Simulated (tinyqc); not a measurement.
Hubbard chain of 3 sites, step by step. One step of it, computed by the program tinyqc.

Problem. The many-body Hamiltonian. Basis: all placements (u, d, 2, 0 on each site), up operators ordered before down ones; hops carry the sign of the same-spin electrons passed.

one-body matrix (hopping and site energies) (eV):
```
           1          2          3
1   0.210000  -1.340000   0.000000
2  -1.340000  -0.500000  -1.340000
3   0.000000  -1.340000  -0.430000
```

U = 5.400000 eV

electrons, up and down: 2  1

Give: H.

Solution.

H (eV):
```
        2u0     u20     uud     20u     udu     u02     duu     02u
2u0   5.320  -1.340   0.000  -1.340   0.000   0.000   0.000   0.000
u20  -1.340   4.610  -1.340   0.000  -1.340   0.000   0.000   0.000
uud   0.000  -1.340  -0.720   0.000   0.000  -1.340   0.000   0.000
20u  -1.340   0.000   0.000   5.390  -1.340   0.000  -1.340   0.000
udu   0.000  -1.340   0.000  -1.340  -0.720  -1.340   0.000  -1.340
u02   0.000   0.000  -1.340   0.000  -1.340   4.750   0.000   0.000
duu   0.000   0.000   0.000  -1.340   0.000   0.000  -0.720  -1.340
02u   0.000   0.000   0.000   0.000  -1.340   0.000  -1.340   3.970
0u2   0.000   0.000   0.000   0.000   0.000  -1.340   0.000  -1.340

        0u2
2u0   0.000
u20   0.000
uud   0.000
20u   0.000
udu   0.000
u02  -1.340
duu   0.000
02u  -1.340
0u2   4.040
```
